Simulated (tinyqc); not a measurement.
Short-channel transistor, virtual-source model with series resistance: effect of the temperature on the on and off currents.

The current per gate width is the charge at the top of the source barrier (the virtual source) times its velocity times a saturation function; al and be are fitting constants of the model. Units: I in uA/um, Rs in ohm um, so I Rs = 1e-6 I Rs in volts; Q in uC/cm^2, so I = 1e-4 Q vx0 Fsat with vx0 in cm/s.

Intrinsic voltages Vg' = Vgs - I Rs, Vd' = Vds - 2 I Rs. n = n0 + nd Vd', VT = VT0 - dl Vd', Ff = 1/(1 + exp((Vg' - VT + al Vt/2)/(al Vt))), Q = Cinv n Vt ln(1 + exp((Vg' - VT + al Vt Ff)/(n Vt))), Vdsat = (vx0 L/mu)(1 - Ff) + Vt Ff, Fsat = u/(1 + u^be)^(1/be) with u = Vd'/Vdsat, and I = Q vx0 Fsat per width. I is solved self-consistently. Ion is I at Vgs = Vds = 0.9 V, Ioff at Vgs = 0, Vds = 0.9 V, and Rlin = Vds/I at Vgs = 0.9 V, Vds = 0.05 V. mu, vx0, VT0, dl and n0 are held fixed.

Parameters, values chosen for the exercise: inversion capacitance Cinv = 3.02 uF/cm^2; velocity at the virtual source vx0 = 8.91e6 cm/s; apparent mobility mu = 300 cm^2/(V s); channel length L = 32 nm; threshold at zero drain voltage VT0 = 0.312 V; drain-induced barrier lowering dl = 0.045 V/V; subthreshold factor n0 = 1.4; growth of n with drain voltage nd = 0.1 1/V; threshold shift (in units of Vt) from weak to strong inversion al = 3.5; sharpness of saturation be = 1.6; series resistance of each contact Rs = 90 ohm um.

Constants: q = 1.602176634e-19 C, kB = 1.380649e-23 J/K, Vt = kB T/q. Results are converted to the units shown.

Effect of the temperature on the on and off currents:
```
T (K)  Ion (uA/um)  Ioff (nA/um)  log10(Ion/Ioff)  Rlin (ohm um)
200         1309.4        17.744           4.8680         243.55
230         1309.5        78.354           4.2230         243.55
260         1309.6        245.23           3.7276         243.53
290         1309.8        603.90           3.3362         243.51
320         1310.2        1250.3           3.0203         243.46
350         1310.7        2275.1           2.7605         243.41
380         1311.4        3751.5           2.5435         243.33
410         1312.4        5730.3           2.3599         243.24
```

As T goes from 200 to 410 K, Ion stays near 1310 uA/um, Ioff rises from 17.7 to 5730 nA/um and Rlin stays near 243 ohm um. Ion changes by a factor of 1.00 and Ioff by 323. For T = 320 to 410 K the off current passes 1 uA/um, so the device is hardly off at Vgs = 0.

Computed by the program tinyqc: `OMP_NUM_THREADS=1 python tinyqc.py 2380173 2380174 out.jsonl`, one thread of a shared Intel Xeon 2.30GHz, about 0.02 s for the whole run.
